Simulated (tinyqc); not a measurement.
Inside a calculation. Method: plane-wave Kohn-Sham cycle with exchange-only LDA in a layered model solid. One step of it, computed by the program tinyqc.

Question. Iteration 1: potential. V_H(G) = 4 pi rho(G)/G^2 for G != 0 (uniform background); v_x = -(3 rho/pi)^(1/3); V = V_ext + V_H + v_x; Fourier components f(G_m) = (1/N) sum_j f(x_j) exp(-i G_m x_j).

A solid whose potential varies along x alone (atomic units):
```
parameter                      value
period a                    8.100000
cross-section of the cell  25.000000
electrons per cell                 2
grid points                       16
plane waves -n..n, n               2
k points                           1
V1 in V1 cos(2 pi x/a)     -0.310000
```

density at the start, on the grid x_j = j a/N (e/bohr^3): [0.00987654, 0.00987654, 0.00987654, 0.00987654, 0.00987654, 0.00987654, 0.00987654, 0.00987654, 0.00987654, 0.00987654, 0.00987654, 0.00987654, 0.00987654, 0.00987654, 0.00987654, 0.00987654]

Give: Potentials on the grid; V(G_m), m = 0, 1, 2, ....

Answer.

Potentials on the grid (hartree):
```
x         V_ext     V_H      v_x        V
0.0000  -0.3100  0.0000  -0.2113  -0.5213
0.5062  -0.2864  0.0000  -0.2113  -0.4977
1.0125  -0.2192  0.0000  -0.2113  -0.4305
1.5188  -0.1186  0.0000  -0.2113  -0.3299
2.0250        0  0.0000  -0.2113  -0.2113
2.5312   0.1186  0.0000  -0.2113  -0.0926
3.0375   0.2192  0.0000  -0.2113   0.0079
3.5438   0.2864  0.0000  -0.2113   0.0751
4.0500   0.3100  0.0000  -0.2113   0.0987
4.5563   0.2864  0.0000  -0.2113   0.0751
5.0625   0.2192  0.0000  -0.2113   0.0079
5.5687   0.1186  0.0000  -0.2113  -0.0926
6.0750        0  0.0000  -0.2113  -0.2113
6.5812  -0.1186  0.0000  -0.2113  -0.3299
7.0875  -0.2192  0.0000  -0.2113  -0.4305
7.5938  -0.2864  0.0000  -0.2113  -0.4977
```

V(G_m), m = 0, 1, 2, ... (hartree): [-0.2113, -0.1550, 0.0000, 0.0000, 0.0000]
